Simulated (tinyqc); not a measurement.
Worked calculation: static screening by free carriers. Values are carried at full precision from step to step, so a last printed digit may differ when a step is redone from the rounded ones.

kF = (3 pi^2 n/Mv)^(1/3), EF = c kF^2/m with c = hbar^2/2m0, n in 1/angstrom^3 (1e-24 per 1/cm^3), e2 = e^2/(4 pi eps0). Thomas-Fermi: qTF^2 = 6 pi e2 n/(eps EF). Debye: qD^2 = 4 pi e2 n/(eps kB T).

Constants: hbar^2/2m0 = 3.80998211 eV angstrom^2; e^2/(4 pi eps0) = 14.39964547 eV angstrom; kB = 8.617333262e-05 eV/K; a0 (Bohr radius) = 0.5291772105 angstrom.

Inputs chosen for the exercise (a free-electron density near that of Na; the results hold for these values, not for the real material): n = 2.59e+22 1/cm^3 (carrier density); m = 1 m0 (mass of one isotropic valley); Mv = 1 (valleys); eps = 1 (background dielectric constant); T = 300 K; q = 0.444 1/angstrom (wave vector).

## Fermi and screening wave vectors

Also the effective Bohr radius aB = a0 eps/m and rs = (3/(4 pi n))^(1/3)/aB.

kF = 0.91532 1/angstrom
EF at 0 K = 3192 meV
EF/kT = 123
qTF = 1.4840 1/angstrom
qD = 13.464 1/angstrom
aB = 0.5292 angstrom
rs = 3.96

The gas is degenerate, so the Thomas-Fermi value applies. With rs above 1 exchange and correlation, left out here, are not small.

## Lindhard function at one q

Lindhard at zero temperature: eps(q)/eps = 1 + (qTF/q)^2 L(x), x = q/(2 kF), L(x) = 1/2 + ((1 - x^2)/(4x)) ln|(1 + x)/(1 - x)|.

Compare with Thomas-Fermi, 1 + (qTF/q)^2.

x = 0.2425
L(x) = 0.9802
eps(q)/eps, Lindhard = 11.95
eps(q)/eps, Thomas-Fermi = 12.17

The carriers respond with 98 % of their long-wave strength at this q.

## Checks

- L(x) at x = 0.7 against the integral over the Fermi sphere: both 0.81595.

Program tinyqc; command `OMP_NUM_THREADS=1 python tinyqc.py 1650002 1650003 out.jsonl`; about 0.01 s on one thread of a shared Intel(R) Xeon(R) Processor @ 2.30GHz.
